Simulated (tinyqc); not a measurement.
Fermi-level pinning at a metal contact (Cowley-Sze model): one step of the calculation.

Interface states of density Ds lie behind a thin layer of thickness dl. Neglecting the depletion charge, the barrier for electrons is phi = S (pM - chi) + (1 - S) E0 with S = 1/(1 + q Ds dl/(eps0 ei)); the barrier for holes is Eg - phi.

Problem. Barrier. Also the charge in the states, Ds (phi - E0), and the drop across the layer, pM - chi - phi.

Values chosen for this exercise; material values close to those of silicon:
- Eg = 1.1 eV (band gap)
- chi = 4 eV (electron affinity)
- Ds = 2.3e14 cm^-2 eV^-1 (density of interface states)
- E0 = 0.44 eV (depth of their neutrality level below the conduction edge)
- dl = 0.39 nm (thickness of the interface layer)
- ei = 1.1 (its relative permittivity)
- pM = 4.18 eV (metal work function)

Constants: q = 1.602176634e-19 C, eps0 = 8.8541878128e-14 F/cm where lengths are in cm. Results are converted to the units shown.

Give: S; phi; barrier for holes; charge in the states; drop across the layer.

Solution.

S = 0.06347
phi = 0.4235 eV
barrier for holes = 0.6765 eV
charge in the states = -3.795e12 cm^-2
drop across the layer = -0.2435 V

Computed by the program tinyqc: `OMP_NUM_THREADS=1 python tinyqc.py 2430041 2430042 out.jsonl`, one thread of a shared Intel Xeon 2.30GHz, about 0.01 s for the whole run.
